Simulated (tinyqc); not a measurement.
What each parameter does: temperature and isotope dependence of a band gap in oscillator models.

E(T) = E0 - sum_i sl_i th_i n_i(T), n = 1/(exp(th/T) - 1). The same coupling lowers the gap at 0 K by the zero-point term ZP = sum_i sl_i th_i/2, so the gap of the static lattice is E0 + ZP. Thermal expansion is taken as part of the slopes.

Parameters, chosen for this exercise (near those of AlN; shifted at random, so the results belong to these values and not to a real crystal):
```
symbol  value             unit   meaning
E0      6.107             eV     gap at 0 K
th      (238, 1003)       K      temperatures of two oscillators
sl      (0.3169, 0.5171)  meV/K  their high-temperature slopes
T       150               K      temperature
```

Gap at T, slope -sum sl_i (th_i/T)^2 n_i (1 + n_i) and ZP.

Results for these values:
```
case  E(T) (eV)  dE/dT (meV/K)  ZP (meV)
base     6.0870        -0.2869    297.04
```

What happens to each result for E0 = 6.117 eV, all else kept?

Answer: E(T) rises from 6.0870 to 6.0970; dE/dT does not change at the printed digits; ZP does not change at the printed digits.

The same for each parameter in turn:
```
case                        E(T) (eV)  dE/dT (meV/K)  ZP (meV)
base                           6.0870        -0.2869    297.04
T = 190 K                      6.0742        -0.3527    297.04
E0 = 6.117 eV                  6.0970        -0.2869    297.04
th = (238, 1203) K             6.0874        -0.2690    348.75
sl = (0.412, 0.5171) meV/K     6.0811        -0.3644    308.35
```

Computed by tinyqc, a small Python program: `OMP_NUM_THREADS=1 python tinyqc.py 1880276 1880277 out.jsonl` (the numbers bound the seed that draws the inputs); one thread of a shared host (Intel(R) Xeon(R) Processor @ 2.30GHz), about 0.01 s for the whole set of steps.
